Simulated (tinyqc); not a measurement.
# From one set of inputs to another, one input at a time

Model: strain, valley repopulation and piezoresistance in a many-valley conduction band. Computed by tinyqc, a small Python program. Command: `OMP_NUM_THREADS=1 python tinyqc.py 3010077 3010078 out.jsonl valleys ladder`. One thread of a shared host (Intel(R) Xeon(R) Processor @ 2.30GHz), about 0.05 s of CPU time with the checks.

Valleys are ellipsoids with mass m_l along the axis a and m_t across it, parabolic, with one constant relaxation time; strain shifts the valleys and leaves the masses alone. Currents are taken along [111], along the load, and along [1-10], across the load.

The inputs printed are set A. Inputs not listed in the table keep their values of set A, so the rows need not describe a real material.

Inputs (values chosen for the exercise, modelled on germanium):
```
quantity                               value    unit
longitudinal mass m_l                   1.59     m_0
transverse mass m_t                   0.0835     m_0
shear deformation potential Xi_u        16.3      eV
dilation deformation potential Xi_d     -4.3      eV
C11                                      129     GPa
C12                                     47.7     GPa
C44                                     67.3     GPa
stress X (tension positive)            -1800     MPa
electron density n                   1.9e+17  1/cm^3
relaxation time tau                      160      fs
temperature T                            350       K
```

Valley axes: <111> (4 valleys). Load: uniaxial [111].

Constants: k_B = 8.617333262e-05 eV/K; m_0 = 9.1093837015e-31 kg; k_B = 1.380649e-23 J/K; hbar = 1.054571817e-34 J s; e = 1.602176634e-19 C.

Method:
- Compliances S11 = (C11 + C12)/((C11 - C12)(C11 + 2 C12)), S12 = -C12/((C11 - C12)(C11 + 2 C12)), S44 = 1/C44; stress sigma_ij = X n_i n_j for the unit vector n of the load; e_xx = S11 sigma_xx + S12 (sigma_yy + sigma_zz), e_xy = S44 sigma_xy/2 (tensor strain).
- Herring-Vogt shift of a valley with unit axis a: dE = Xi_d tr(e) + Xi_u a.e.a.
- Each of the 4 valleys holds n_v = N_v (2/sqrt(pi)) F_1/2((E_F - dE_v)/(k_B T)), N_v = 2 (m_d k_B T/(2 pi hbar^2))^(3/2), m_d = (m_l m_t^2)^(1/3); E_F solves sum n_v = n and is counted from the unstrained edge.
- F_j(eta) = int_0^infinity x^j/(1 + exp(x - eta)) dx, without a gamma-function factor. It is evaluated after integrating by parts.
- Integrals over x = E/(k_B T) use 160 Gauss-Legendre points in u = sqrt(x) from 0 to sqrt(max(eta, 0) + 32).
- Mobility tensor mu = e tau sum_v (n_v/n) [1/m_t + (1/m_l - 1/m_t) a a^T]; unstrained mu_0 = e tau (1/m_l + 2/m_t)/3; resistivity along d from the inverse tensor, rho_d = d.mu^-1.d/(n e), mobility along d = 1/(d.mu^-1.d); gauge pi_d = (rho_d/rho_0 - 1)/X.

Each row keeps all changes above it; columns: (1) input moved; (2) from; (3) to; (4) mobility along the first direction (cm^2/(V s)); (5) mobility along the second direction (cm^2/(V s)); (6) splitting (highest minus lowest) (meV):
```
(1)                                           (2)     (3)     (4)     (5)     (6)
set A                                           -       -   191.0  3363.2  193.76
stress X (tension positive) (MPa)           -1800     -90  2122.7  2397.3    9.69
temperature T (K)                             350     250  2043.8  2436.8    9.69
C44 (GPa)                                    67.3    66.3  2039.5  2438.9    9.83
dilation deformation potential Xi_d (eV)     -4.3      -5  2039.5  2438.9    9.83
relaxation time tau (fs)                      160      53   675.6   807.9    9.83
electron density n (1/cm^3)               1.9e+17   4e+19   731.7   779.8    9.83
transverse mass m_t (m_0)                  0.0835  0.0771   792.3   842.2    9.83
```

Mobility along the first direction goes from 191 to 792, a factor 4.15 in all. The largest single move comes from stress X (tension positive) (a factor 11.1), and relaxation time tau works against it (a factor 0.331). Mobility along the second direction goes from 3360 to 842, a factor 0.250 in all. The largest single move comes from relaxation time tau (a factor 0.331). Splitting (highest minus lowest) goes from 194 to 9.83, a factor 0.0508 in all. The largest single move comes from stress X (tension positive) (a factor 0.0500). The single moves hold for this order of the switches; the total does not depend on the order.

Extremes, crossings and ranges named in words are read from the listed rows.
